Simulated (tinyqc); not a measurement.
Nanosheet or nanowire with hard walls, valleys of the Si type, step by step. Values are carried at full precision from step to step, so a last printed digit may differ when a step is redone from the rounded ones.

Six ellipsoidal valleys along the cube axes: inverse mass tensor w = 1/mt + (1/ml - 1/mt) a a^T with a the unit axis. Device axes: x along the channel, z = [001], y = z x x.

Constants: hbar^2/2m0 = 3.80998211 eV angstrom^2; hbar = 6.58211957e-16 eV s; e^2/h = 3.874045865e-05 S; kB = 8.617333262e-05 eV/K.

Inputs chosen for the exercise (near those of Si; shifted at random, so the results belong to these values and not to a real crystal):

| symbol | value | unit | meaning |
|---|---|---|---|
| ml | 0.91 | m0 | longitudinal mass |
| mt | 0.188 | m0 | transverse mass |
| channel | 110 |  | transport direction x on a (001) wafer |
| W | 165 | angstrom | width, along y |
| H | 78 | angstrom | height, along z = [001] |
| dE | 0.041 | eV | EF above the lowest subband edge |
| T | 300 | K | temperature |
| g_all | 6 |  | number of valleys |

## Valley masses for a [110] channel

Rotate w into the device axes and group equal valleys (|w_yz| counts); order by w_zz, then w_yy. 1/m_x = w_xx - w_xc w_c^-1 w_cx with c the block (y, z).

Valleys:

| group | valleys g | w_yy | w_zz | \|w_yz\| | m_x (m0) |
|---|---|---|---|---|---|
| A | 2 | 5.3191 | 1.0989 | 0.0000 | 0.1880 |
| B | 4 | 3.2090 | 5.3191 | 0.0000 | 0.5490 |

The lightest transport mass, 0.188 m0, belongs to group A.

## One-dimensional subbands

Hard walls around a W x H rectangle. The block w_c of w in (y, z) confines; the transport mass follows from 1/m_x = w_xx - w_xc w_c^-1 w_cx. The cross-section problem c (w_yy ky^2 + 2 w_yz ky kz + w_zz kz^2), c = hbar^2/2m0, is solved in products sin(n pi y/W) sin(l pi z/H), n, l = 1 to 12; if w_yz = 0 the levels are c pi^2 (w_yy n^2/W^2 + w_zz l^2/H^2). The w_yz term couples (n, l) to (n', l') by -2 c w_yz D_nn'(W) D_ll'(H) with D_nm(L) = 4 n m/(L (n^2 - m^2)) for n + m odd and 0 otherwise.

The ten lowest levels of all groups together, numbered within each group.

Subbands:

| label | valleys g | m_x (m0) | E (eV) |
|---|---|---|---|
| A1 | 2 | 0.1880 | 0.0141 |
| A2 | 2 | 0.1880 | 0.0345 |
| A3 | 2 | 0.1880 | 0.0362 |
| B1 | 4 | 0.5490 | 0.0373 |
| B2 | 4 | 0.5490 | 0.0506 |
| A4 | 2 | 0.1880 | 0.0566 |
| A5 | 2 | 0.1880 | 0.0685 |
| B3 | 4 | 0.5490 | 0.0728 |
| A6 | 2 | 0.1880 | 0.0729 |
| A7 | 2 | 0.1880 | 0.0905 |

The lowest subband is A1; the number of further ones in the list within kB T = 25.9 meV of it at 300 K is 3.

## Modes, density and velocity at zero temperature

With EF = E_lowest + dE, each subband below EF has k_F = sqrt(m_x (EF - E)/c), carries n = 2 g k_F/pi electrons per length (spin included), moves at v = 2 c k_F/(hbar m_x) and adds 2 g e^2/h to the ballistic conductance; c = hbar^2/2m0, 1 angstrom/s = 1e-8 cm/s.

Occupied subbands:

| label | k_F (1/angstrom) | n (1/nm) | v (1e7 cm/s) |
|---|---|---|---|
| A1 | 0.0450 | 0.573 | 2.77 |
| A2 | 0.0319 | 0.406 | 1.96 |
| A3 | 0.0306 | 0.389 | 1.88 |
| B1 | 0.0507 | 1.291 | 1.07 |
| B2 | 0.0256 | 0.651 | 0.54 |

total n = 3.310 1/nm
ballistic conductance = 1084.7 microsiemens

EF lies below the last listed level, so the count is complete for these valleys (other families, and non-parabolicity above about 0.2 eV, are left out): 5 subbands with 14 valley modes. The Fermi velocity, averaged with the densities as weights, is 1.46 x 1e7 cm/s; the mean over all filled states moving one way is half of it.

## Threshold shift from confinement

Without degeneracy the line density is N1 exp((EF - Ec)/kB T) with N1 = sum 2 g sqrt(m_x kB T/(4 pi c)) exp(-E/kB T), here over n, l up to 80 where w_yz = 0 and over all levels of a 12 x 12 sine basis otherwise; the classical value is W H Nc with Nc = 2 g_all (m_dos kB T/(4 pi c))^(3/2), m_dos = (ml mt^2)^(1/3); dVt = kB T ln(W H Nc/N1).

Form N1, W H Nc and dVt.

N1 = 1.223 1/nm
W H Nc = 3.475 1/nm
dVt = 27.0 mV

## Checks

- Lowest level of group A on a 40 x 40 difference grid against the sine basis, eV: both 0.014.

Program tinyqc; command `OMP_NUM_THREADS=1 python tinyqc.py 1281875 1281876 out.jsonl`; about 0.03 s on one thread of a shared Intel(R) Xeon(R) Processor @ 2.30GHz.
